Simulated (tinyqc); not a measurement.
Reverse leakage of an n+-p junction: diffusion, generation, trap-assisted and band-to-band tunnelling: one step of the calculation.

One-sided abrupt junction in the depletion approximation, x from the junction (0) to W on the p side, field F = F0 (1 - x/W). Flat quasi-Fermi levels, long p side. Traps generate through SRH with both lifetimes shortened by 1 + Gamma (Hurkx enhancement, form for moderate fields); band-to-band generation is local and needs a total bending above Eg.

Question. Current components. u = (Vbi + VR)(1 - x/W)^2, p = Na exp(-u/Vt), n = Nd exp((u - Vbi - VR)/Vt); G0 = ni^2 (1 - exp(-VR/Vt))/(tau (n + p + 2 ni cosh(Et/Vt))); Gamma = 2 sqrt(3 pi)(F/FG) exp((F/FG)^2); trap-assisted part G0 Gamma; G_bb = Ab F^2.5 exp(-Bb/F) with F in V/cm, zero unless Vbi + VR > Eg, and counted as zero under 1 cm^-3 s^-1. 12 equal steps.

Each current is q times the trapezoid sum of its rate; J adds J_diff; J_bb under 1e-8 of the sum is given as 0.

Constants: q = 1.602176634e-19 C. Results are converted to the units shown.

```
point	x (nm)	G0 (cm^-3 s^-1)	G0 Gamma (cm^-3 s^-1)	G_bb (cm^-3 s^-1)
0	0.000000	1.7273768e13	2.7028907e14	2.3343113e12
1	4.715701	2.0510485e16	2.5247831e17	6.2377650e10
2	9.431402	5.9491554e18	5.7900242e19	8.2633714e8
3	14.147102	1.0800499e19	8.3378737e19	4.3059068e6
4	18.862803	1.0824855e19	6.6343645e19	6241.7975
5	23.578504	1.0724175e19	5.2052520e19	~0
6	28.294205	7.1235899e18	2.7182969e19	0
7	33.009906	6.6138707e17	1.9548510e18	0
8	37.725606	4.3918296e16	9.7815792e16	0
9	42.441307	5.1075316e15	8.1437737e15	0
10	47.157008	1.0959841e15	1.1269168e15	0
11	51.872709	4.3520123e14	2.1932402e14	0
12	56.588410	3.1987566e14	0	0
```

J_diff = 8.1035333e-9 A/cm^2

Find: J_SRH; J_TAT; J_bb; J.

Answer.

J_SRH = 3.4872e-6 A/cm^2
J_TAT = 2.1848e-5 A/cm^2
J_bb = 0 A/cm^2
J = 2.5343e-5 A/cm^2

Numbers from tinyqc (`OMP_NUM_THREADS=1 python tinyqc.py 2290104 2290105 out.jsonl`; about 0.01 s on one thread of a shared Intel Xeon 2.30GHz).

~0 in a residual or rate marks an entry under 1e-11 of the largest of its column.
